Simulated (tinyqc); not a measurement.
# Inputs raised by 2 %, one at a time

Model: electromigration in a confined line: Blech product, Korhonen stress evolution and Black's law. Computed by tinyqc, a small Python program. Command: `OMP_NUM_THREADS=1 python tinyqc.py 3026811 3026812 out.jsonl emigr sens`. One thread of a shared host (Intel(R) Xeon(R) Processor @ 2.30GHz), about 0.01 s of CPU time with the checks.

The electron wind pushes atoms from the cathode (x = 0) to the anode (x = L); blocking ends build a back stress (tension positive). The input rho is taken not to change with temperature. d sigma/dt = d/dx [kappa (d sigma/dx + G)], with zero flux at both ends and sigma = sigma_0 at t = 0.

Inputs (values chosen for the exercise, close to those used for copper lines): resistivity rho = 3.33 micro-ohm cm; atomic volume Omega = 11.8 angstrom^3; effective charge number Z* = 1.4; prefactor D0 = 1e-08 m^2/s; activation energy E = 0.843 eV; effective modulus B = 20 GPa; critical stress sigma_c = 83 MPa; initial stress sigma_0 = 21 MPa; current density j = 2.9 MA/cm^2; line length L = 160 um; test temperature T = 300 C; time as a fraction of L^2/kappa, s = 0.18; use temperature T_u = 85 C; use current density j_u = 0.31 MA/cm^2; current exponent n = 1.5.

Start: thermal stress.

Constants: e = 1.602176634e-19 C; k_B = 8.617333262e-05 eV/K; k_B = 1.380649e-23 J/K.

Method:
- G = Z* e rho j/Omega; D = D0 exp(-E/(k_B T)); kappa = D B Omega/(k_B T); drift velocity of an unconfined line v = D Z* e rho j/(k_B T). SI: 1 micro-ohm cm = 1e-8 ohm m, 1 MA/cm^2 = 1e10 A/m^2.
- Temperatures in kelvin are T(C) + 273.15.
- At steady state sigma(x) = sigma_0 + G (L/2 - x). A void forms only if the cathode stress reaches sigma_c, that is if j L exceeds (j L)_c = 2 Omega (sigma_c - sigma_0)/(Z* e rho). Time scale tau = L^2/kappa.
- sigma(x, t) = sigma_0 + G L [1/2 - x/L - 4 sum_(m odd) cos(m pi x/L) exp(-m^2 pi^2 s)/(m pi)^2], s = t/tau, summed to m = 399.
- The terms at x = 0 are 4 exp(-m^2 pi^2 s)/(m pi)^2; tau = L^2/kappa.
- Solve sigma(0, t) = sigma_c for s; the semi-infinite estimate is t = (pi/kappa) ((sigma_c - sigma_0)/(2 G))^2.
- Median life t50 = A j^(-n) exp(E/(k_B T)); acceleration factor = t50(use)/t50(test) = (j/j_u)^n exp[(E/k_B)(1/T_u - 1/T)].

Runs:
```
input moved                      from        to  nucleation time (h)  tau (h)  cathode stress at time s (MPa)  acceleration factor
base run                            -         -               0.2158    616.6                            1288            8.061e+05
resistivity rho (micro-ohm cm)   3.33    3.3966               0.2074    616.6                            1313            8.061e+05
effective charge number Z*        1.4     1.428               0.2074    616.6                            1313            8.061e+05
prefactor D0 (m^2/s)            1e-08  1.02e-08               0.2116    604.5                            1288            8.061e+05
effective modulus B (GPa)          20      20.4               0.2116    604.5                            1288            8.061e+05
critical stress sigma_c (MPa)      83     84.66               0.2275    616.6                            1288            8.061e+05
current density j (MA/cm^2)       2.9     2.958               0.2074    616.6                            1313            8.304e+05
```

Exponents ln(y'/y) / ln(x'/x):
```
input                       nucleation time  tau  cathode stress at time s  acceleration factor
resistivity rho                      -2.000    0                     0.984                  0.0
effective charge number Z*           -2.000    0                     0.984                  0.0
prefactor D0                         -1.000   -1                     0.000                  0.0
effective modulus B                  -1.000   -1                     0.000                  0.0
critical stress sigma_c               2.669    0                     0.000                  0.0
current density j                    -2.000    0                     0.984                  1.5
```

Among the inputs moved here: nucleation time answers most in size to critical stress sigma_c (exponent +2.669), next to resistivity rho (-2.000). Its exponent -1.000 in prefactor D0: all times scale as 1/kappa. Its exponent -1.000 in effective modulus B: all times scale as 1/kappa. tau answers most in size to effective modulus B (exponent -1.000), and about equally to prefactor D0 (-1.000); its exponent is below 0.0005 for resistivity rho, effective charge number Z*, critical stress sigma_c, current density j. Cathode stress at time s answers most in size to resistivity rho (exponent +0.984), and about equally to effective charge number Z* (+0.984), current density j (+0.984); its exponent is below 0.0005 for prefactor D0, effective modulus B, critical stress sigma_c. Acceleration factor answers most in size to current density j (exponent +1.500); its exponent is below 0.0005 for resistivity rho, effective charge number Z*, prefactor D0, effective modulus B, critical stress sigma_c.

Caution (all rows): the stress exceeds sigma_c: a void would already have formed and relaxed it, so the value is formal.
